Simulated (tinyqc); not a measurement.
# Frequency dispersion of an accumulation capacitance by border traps, distributed model: effect of the density of border traps

Traps spread evenly through the insulator exchange electrons with the semiconductor by tunnelling, with tau(x) = t0 exp(2 ka x) at depth x from the interface. The admittance per area Y seen at depth x obeys dY/dx = -Y^2/(i w eps0 eox) + q Nb ln(1 + i w tau)/tau, with Y(0) = i w Cs and w = 2 pi f; the gate sees Y(tox) = G + i w C. Working variable y = Y/(i w), in uF/cm^2. Cox = eps0 eox/tox.

Cox; trap-free value 1/(1/Cox + 1/Cs); response depth d = ln(1/(w t0))/(2 ka), where w tau = 1; lumped estimate: all traps within d act as C_bt = q Nb d placed at d/2, so C = 1/{1/[1/(1/Cs + d/(2 eps0 eox)) + C_bt] + (tox - d/2)/(eps0 eox)}. C and G from a fine integration; dispersion -d C/d log10 f over C, from f times and over 1.1. For a broad spread of time constants G/w is close to -(pi/2) dC/d ln w.

Values chosen for this exercise; permittivity close to that of hafnium oxide:
- eox = 19.7 (relative permittivity of the insulator)
- tox = 7.8 nm (insulator thickness)
- Cs = 5.1 uF/cm^2 (semiconductor capacitance in accumulation)
- ka = 3.4 1/nm (decay constant of the wave function in the insulator)
- t0 = 3e-9 s (time constant of a trap at the interface)
- f = 1e6 Hz (frequency)

Constants: q = 1.602176634e-19 C, eps0 = 8.8541878128e-14 F/cm where lengths are in cm. Results are converted to the units shown.

The same in every row: d (nm) = 0.5840; trap-free C (uF/cm^2) = 1.555.

Results:
```
Nb (cm^-3 eV^-1),C (uF/cm^2),G/w (uF/cm^2),dispersion (% a decade),-(pi/2) dC/d ln w (uF/cm^2),lumped C (uF/cm^2)
1e18,1.556,5.055e-4,0.04770,5.063e-4,1.556
2e18,1.557,0.001008,0.09504,0.001010,1.557
6e18,1.563,0.002989,0.2809,0.002995,1.561
3e19,1.594,0.01397,1.288,0.01400,1.584
7e19,1.641,0.02926,2.622,0.02935,1.620
2e20,1.766,0.06125,5.085,0.06125,1.716
4e20,1.898,0.08303,6.353,0.08226,1.822
```

Estimate the missing row, Nb = 1e19 cm^-3 eV^-1.

Computed row:
```
Nb (cm^-3 eV^-1),C (uF/cm^2),G/w (uF/cm^2),dispersion (% a decade),-(pi/2) dC/d ln w (uF/cm^2),lumped C (uF/cm^2)
1e19,1.568,0.004925,0.4614,0.004935,1.565
```

With this row back in the table: As Nb goes from 1e18 to 4e20, C rises from 1.56 to 1.90 uF/cm^2, the dispersion rises from 0.0477 to 6.35 % a decade and G/w rises from 5.05e-4 to 0.0830 uF/cm^2. The lumped estimate is 0.021 % below C in the first row and 4.0 % below it in the last. The dispersion goes as Nb^(0.99) between the first two rows and Nb^(0.32) between the last two: dense traps near the interface screen those behind them.

tinyqc, about 0.5 s, one thread, Intel Xeon 2.30GHz (shared host): `OMP_NUM_THREADS=1 python tinyqc.py 2202088 2202089 out.jsonl`
